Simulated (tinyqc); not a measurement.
## Junction parameters from two forward currents

Question. D(v) = J1 (exp(v/Vt) - 1) + J2 (exp(v/(2 Vt)) - 1). Find J1, J2 and the voltage 2 Vt ln(J2/J1) near which both parts are equal.

Inputs (values chosen for the exercise): temperature T = 330 K.

Constants: q = 1.602176634e-19 C, kB = 1.380649e-23 J/K, Vt = kB T/q. Results are converted to the units shown.

junction voltages (V): [0.26, 0.66]
currents (uA/um): [3.9935104e-7, 0.034056439]

Answer. The current is linear in J1 and J2, so two points give two equations.

J1 = 2.80e-12 uA/um
J2 = 3.90e-9 uA/um
crossover = 0.412 V

Computed by the program tinyqc: `OMP_NUM_THREADS=1 python tinyqc.py 2182143 2182144 out.jsonl`, one thread of a shared Intel Xeon 2.30GHz, about 0.2 s for the whole run.
